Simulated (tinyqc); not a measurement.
Potential-pH (Pourbaix) lines of a metal, its cation, its oxide and an oxyanion, with a complexing ligand: one step, computed by the program tinyqc.

Potentials are against the standard hydrogen electrode; solids and water have unit activity; dG_f of M, H+ and the electron is zero; F = e N_A and s = R T ln(10)/F. The cation carries z = 2.

Problem. Vertical lines. M2+ + 2e = M; MO + 2H+ + 2e = M + H2O; MO2(2-) + 4H+ + 2e = M + 2H2O. For each, E0 = -dG/(z F), and E = E0 + (s/z) log10 a - (s n_H/z) pH, with no activity term for the oxide. Two oxidised species coexist where their lines against the metal cross: pH1 (cation/oxide) = [E0(oxide) - E0(cation)]/s - (log10 a)/z; pH2 (oxide/oxyanion) = {[E0(oxyanion) - E0(oxide)]/s + (log10 a)/z}/(4/z - 1).

Inputs (values chosen for the exercise, for a model metal): temperature T = 298.15 K; log10 of the dissolved activity a = -3.

Species: M, M2+, MO, MO2(2-).

E0 (V): cation -0.7187621, oxide -0.4741135, oxyanion 0.4816276

s = 0.05915935 V

Give: pH1; pH2; width of the oxide field, pH2 - pH1.

Solution.

pH1 = 5.635

pH2 = 14.66

width of the oxide field, pH2 - pH1 = 9.020

The oxide is stable from pH 5.64 to 14.66; each decade less of dissolved metal narrows this field by 1.00 pH units.
